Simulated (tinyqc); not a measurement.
# Worked calculation: trench capacitor in an array: capacitance, non-linearity, leakage and relaxation

Program tinyqc, `OMP_NUM_THREADS=1 python tinyqc.py 2102153 2102154 out.jsonl`; Intel Xeon 2.30GHz, shared host, one thread, about 0.01 s. Printed values are rounded.

A film between two metal electrodes, each interface adding a series capacitance ci. The small-signal permittivity is ek (1 + aq E^2); the field is found with the linear permittivity. Leakage J = J0 sinh(E/Ef). After a voltage step the film passes a relaxation current kr C V tt^(-nr), tt being the time in seconds. The sidewall is a coaxial capacitor with radii a = dm/2 - t and b = dm/2, depth AR dm; the end face is left out.

Values chosen for this exercise; permittivity of the order of that of silicon nitride:
- ek = 6.91 (relative permittivity of the film)
- t = 17 nm (film thickness)
- ci = 1000 uF/cm^2 (capacitance of each electrode interface (dead layer and screening))
- aq = 0.0014 cm^2/MV^2 (quadratic field coefficient of the permittivity)
- V = 0.5 V (bias)
- J0 = 4.6e-10 A/cm^2 (leakage prefactor)
- Ef = 0.28 MV/cm (field for an e-fold rise of the leakage)
- dm = 78 nm (diameter of the hole)
- AR = 10 (aspect ratio, depth over diameter)
- pt = 150 nm (pitch of the square array)
- rho = 1600 uohm cm (resistivity of the inner electrode)

Constants: eps0 = 8.8541878128e-14 F/cm where lengths are in cm. Results are converted to the units shown.

## Planar capacitance, field and non-linearity

Planar film: Cf = eps0 ek/t, 1/C = 1/Cf + 2/ci, EOT = 3.9 eps0/C, effective permittivity C t/eps0, E = (V/t) C/Cf; quadratic coefficient [C(V)/C - 1]/V^2 with Cf (1 + aq E^2) in C(V).

Cf = 0.3598967 uF/cm^2
C = 0.3596378 uF/cm^2
EOT = 9.601696 nm
effective permittivity = 6.905030
E = 0.2939061 MV/cm
quadratic coefficient = 483.3845 ppm/V^2
J = 5.765267e-10 A/cm^2

The interfaces take 0.0719 % of the voltage.

## Cell capacitance, fields and time constant

Per length 1/c = ln(b/a)/(2 pi eps0 ek) + (1/a + 1/b)/(2 pi ci); cell capacitance c AR dm; per footprint over pt^2; fields c V/(2 pi eps0 ek r) at r = a and b; resistance of the inner electrode rho AR dm/(pi a^2); time constant R C/3 of the distributed line.

a = 22 nm
b = 39 nm
cell capacitance = 0.5233369 fF
capacitance per footprint = 2.325942 uF/cm^2
field at a = 0.3966682 MV/cm
field at b = 0.2237616 MV/cm
R = 8.207660 kohm
R C/3 = 1.431790 ps

The array gives 6.47 times the planar capacitance per footprint; curvature makes the field at the inner electrode 1.35 times the planar value.
